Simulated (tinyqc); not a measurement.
# Retention against time

Retention: filled traps are spread evenly in depth from E1 to E2, and each empties at the rate nu exp(-E/kB T). The share left is the mean of exp(-nu t exp(-E/kB T)) = [kB T/(E2 - E1)] [E1x(nu t exp(-E2/kB T)) - E1x(nu t exp(-E1/kB T))], E1x the exponential integral; traps shallower than about Ed = kB T ln(nu t) are empty.

Values chosen for this exercise:
- T = 398 K (storage temperature)
- E1 = 0.86 eV (shallowest trap depth)
- E2 = 1.7 eV (deepest trap depth)
- nu = 1e13 1/s (attempt frequency)

Constants: q = 1.602176634e-19 C, kB = 1.380649e-23 J/K, Vt = kB T/q. Results are converted to the units shown.

Result of one run:

| Ed (eV) | share left |
|---|---|
| 1.737 | 5.508e-4 |

Which time t gave this result: 100, 10000, 1e5, 1e6 or 1e9 s?

t = 1e9 s.

The whole series:

| t (s) | Ed (eV) | share left |
|---|---|---|
| 1 | 1.027 | 0.7781 |
| 100 | 1.185 | 0.5900 |
| 10000 | 1.343 | 0.4020 |
| 1e5 | 1.421 | 0.3080 |
| 1e6 | 1.500 | 0.2141 |
| 1e7 | 1.579 | 0.1212 |
| 1e8 | 1.658 | 0.03724 |
| 1e9 | 1.737 | 5.508e-4 |

The share left falls from 0.778 to 5.51e-4. Ed moves by 0.0790 eV a decade and reaches E1 at t = 0.00776 s; from then on the loss is linear in log t, 9.40 % a decade, until Ed comes within a few kB T of E2, which it reaches at 3.36e8 s.

tinyqc, about 0.09 s, one thread, Intel Xeon 2.30GHz (shared host): `OMP_NUM_THREADS=1 python tinyqc.py 2130170 2130171 out.jsonl`
